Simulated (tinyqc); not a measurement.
Inside a calculation. Method: sp3 tight binding, zinc-blende lattice. One step of it, computed by the program tinyqc.

Problem. Bloch Hamiltonian at k. Slater-Koster rules over the four bonds with direction cosines (l, m, n): ss V_ss; s-px l V_sp; px-s -l V_sp; px-px l^2 V_pps + (1 - l^2) V_ppp; px-py l m (V_pps - V_ppp); each times exp(i k.d).

Parameters chosen for this model: zinc-blende lattice, anion at 0, cation at a/4 (1,1,1); V = eta hbar^2 / (m d^2), hbar^2/m = 7.619964 eV angstrom^2:
```
parameter          value      unit
a               4.930000  angstrom
d               2.134753  angstrom
Es anion      -17.700000        eV
Ep anion       -9.420000        eV
Es cation     -12.230000        eV
Ep cation      -6.560000        eV
eta ss         -1.320000
eta sp          1.420000
eta pp sigma    2.220000
eta pp pi      -0.630000
V ss           -2.207149        eV
V sp            2.374358        eV
V pp sigma      3.712024        eV
V pp pi        -1.053412        eV
```

k point k (2 pi / a): 0.280000  -0.740000  -0.010000

Give: H(k) at k.

Solution.

H(k) at k (eV):
```
                a s          a px           a py           a pz
a s         -17.700         0.000          0.000          0.000
a px          0.000        -9.420          0.000          0.000
a py          0.000         0.000         -9.420          0.000
a pz          0.000         0.000          0.000         -9.420
c s   -3.172-0.054i  0.072+0.927i  -0.015-4.553i  -2.142-0.031i
c px  -0.072-0.927i  0.769+0.013i   2.483+0.036i   0.017+5.276i
c py   0.015+4.553i  2.483+0.036i   0.769+0.013i  -0.083-1.074i
c pz   2.142+0.031i  0.017+5.276i  -0.083-1.074i   0.769+0.013i

                c s           c px           c py           c pz
a s   -3.172+0.054i  -0.072+0.927i   0.015-4.553i   2.142-0.031i
a px   0.072-0.927i   0.769-0.013i   2.483-0.036i   0.017-5.276i
a py  -0.015+4.553i   2.483-0.036i   0.769-0.013i  -0.083+1.074i
a pz  -2.142+0.031i   0.017-5.276i  -0.083+1.074i   0.769-0.013i
c s         -12.230          0.000          0.000          0.000
c px          0.000         -6.560          0.000          0.000
c py          0.000          0.000         -6.560          0.000
c pz          0.000          0.000          0.000         -6.560
```
